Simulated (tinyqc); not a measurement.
Donors with valley-orbit split 1s states: sweeps and comparisons. A value that a table varies takes the place of the one given here.

Each donor binds at most one electron, in any of its states. For a site s, W_s = sum over its states of g exp(E/kT), and the ionised share is 1/(1 + W_s exp(eta)), eta = (EF - Ec)/kT; n = Nc F_1/2(eta); neutrality n + NA = ND x (mean ionised share); holes are neglected. Nc from N = 2 (m kB T/(4 pi c))^(3/2) with c = hbar^2/2m0, in 1/angstrom^3; times 1e24 for 1/cm^3, m = md. F_j(eta) = (1/Gamma(j + 1)) integral_0^infinity x^j dx/(1 + exp(x - eta)), which tends to exp(eta) for eta << 0.

Mobility (Caughey-Thomas form): mu = mu0 + (mu1 (T/300)^(-ga) - mu0)/(1 + ((ND + NA)/Nr)^de); rho = 1/(e n mu), e = 1.602176634e-19 C.

Constants: hbar^2/2m0 = 3.80998211 eV angstrom^2; kB = 8.617333262e-05 eV/K.

Parameters, chosen for this exercise (near those of Sb in Si; the results hold for these values, not for the real material): md = 1.053 m0 (density-of-states mass of the conduction band); E = (42.5, 32.9, 29.7) meV (binding energies of 1s(A1), 1s(T2), 1s(E)); g = (2, 6, 4) (their degeneracies with spin); ND = 7.5e+17 1/cm^3 (donors); NA = 0 1/cm^3 (compensating acceptors, all ionised); T = 300 K; mu0 = 69 cm^2/(V s) (mobility at heavy doping); mu1 = 1392 cm^2/(V s) (mobility at light doping and 300 K); Nr = 1.1e+17 1/cm^3 (reference doping); de = 0.72 (doping exponent); ga = 2.3 (temperature exponent).

## What the excited states change

The last columns keep only the ground state of each site (g = 2).

Results:
```
T (K)  effective degeneracy    eta  n (1/cm^3)  n, ground states only  ratio
40                     2.47  -6.90    1.33e+15               1.48e+15  0.900
60                     3.27  -5.30    1.21e+16               1.55e+16  0.784
80                     4.12  -4.62    3.68e+16               5.22e+16  0.705
110                    5.22  -4.17    9.23e+16               1.43e+17  0.646
150                    6.34  -3.97    1.79e+17               2.86e+17  0.625
200                    7.34  -3.95    2.82e+17               4.39e+17  0.642
250                    8.05  -4.02    3.68e+17               5.43e+17  0.678
300                    8.58  -4.12    4.36e+17               6.08e+17  0.718
400                    9.30  -4.36    5.32e+17               6.75e+17  0.789
500                    9.77  -4.59    5.92e+17               7.04e+17  0.841
```

The effective degeneracy grows from 2.47 to 9.77. Excited states hold electrons back, so the ratio is never above 1; it is lowest, 0.625, at 150 K of those listed, and 0.718 at 300 K. At low T the excited states empty out, and at high T more donors are ionised (n is 79 % of ND - NA in the last row), so the effect is largest in between.

## Ionisation and resistivity against doping

NA = 0.

Results:
```
ND (1/cm^3)  n (1/cm^3)   n/ND  mu (cm^2/(V s))  rho (ohm cm)  rho at full ionisation
1.0e+14        1.00e+14  1.000             1384          45.1                    45.1
1.0e+15        9.98e+14  0.998             1349          4.64                    4.63
1.0e+16        9.84e+15  0.984             1192         0.532                   0.524
3.0e+16        2.87e+16  0.955             1019         0.214                   0.204
1.0e+17        8.75e+16  0.875              753        0.0947                  0.0829
3.0e+17        2.20e+17  0.734              501        0.0565                  0.0415
1.0e+18        5.33e+17  0.533              293        0.0400                  0.0213
2.0e+18        8.38e+17  0.419              215        0.0347                  0.0145
```

From 1e16 to 1e18 1/cm^3 rho falls by a factor 13.3, not 100: the mobility takes a factor 4.07 and incomplete ionisation 1.85. n/ND is below 0.9 from 1e+17 1/cm^3 on. From a few times 1e18 1/cm^3 on, depending on the dopant, the levels merge with the band, and already below that screening lowers the binding energy, so the last rows understate n.

## Compensation sets the slope of the freeze-out

NA = K ND. The slope energy is -d ln(n T^(-p))/d(1/kT) between 30 and 36 K, with p = 3/4 for K = 0 and p = 3/2 otherwise.

Results:
```
K       n(30 K) (1/cm^3)  n(36 K) (1/cm^3)  slope energy (meV)
0               1.46e+14          6.37e+14               20.69
0.0010          2.75e+13          3.64e+14               35.80
0.010           2.83e+12          5.32e+13               41.28
0.050           5.43e+11          1.03e+13               41.38
0.20            1.14e+11          2.17e+12               41.39
0.50            2.86e+10          5.42e+11               41.39
```

Without acceptors the slope is 20.69 meV, against half the ground-state energy, 21.25; with K = 0.05 it is 41.38 meV, against the full 42.5. The full energy (less a few meV where excited levels lie within a few kT) shows where n is far below NA, since the acceptors then hold EF near the donor level: n(36 K)/NA is 0.49 for K = 0.001 and 0.00027 for K = 0.05; where it is not small, the slope falls short of the full energy.

## What moves the carrier density

All results formed anew. Each row changes one parameter from the base and keeps the others.

Results:
```
case                           eta  n (1/cm^3)  rho (ohm cm)
base                        -4.124   4.364e+17       0.04276
E = (47.5, 32.9, 29.7) meV  -4.138   4.302e+17       0.04338
md = 1.158 m0               -4.225   4.548e+17       0.04103
ND = 1.5e+18 1/cm^3         -3.652   6.971e+17       0.03670
NA = 7.5e+16 1/cm^3         -4.251   3.844e+17       0.05070
T = 330 K                   -4.192   4.703e+17       0.04749
Nr = 2.2e+17 1/cm^3         -4.124   4.364e+17       0.03136
```

The largest shifts from the base row, up to three for each result and ties (the steps differ in size, so this ranks the rows, not the parameters). eta: ND +0.472, NA -0.128, md -0.102; unchanged at the printed digits by Nr. n (1/cm^3): ND +2.61e+17, NA -5.20e+16, T +3.38e+16; unchanged at the printed digits by Nr. rho (ohm cm): Nr -0.0114, NA +0.00795, ND -0.00606.

Computed by tinyqc, a small Python program: `OMP_NUM_THREADS=1 python tinyqc.py 1650252 1650253 out.jsonl` (the numbers bound the seed that draws the inputs); one thread of a shared host (Intel(R) Xeon(R) Processor @ 2.30GHz), about 0.01 s for the whole set of steps.
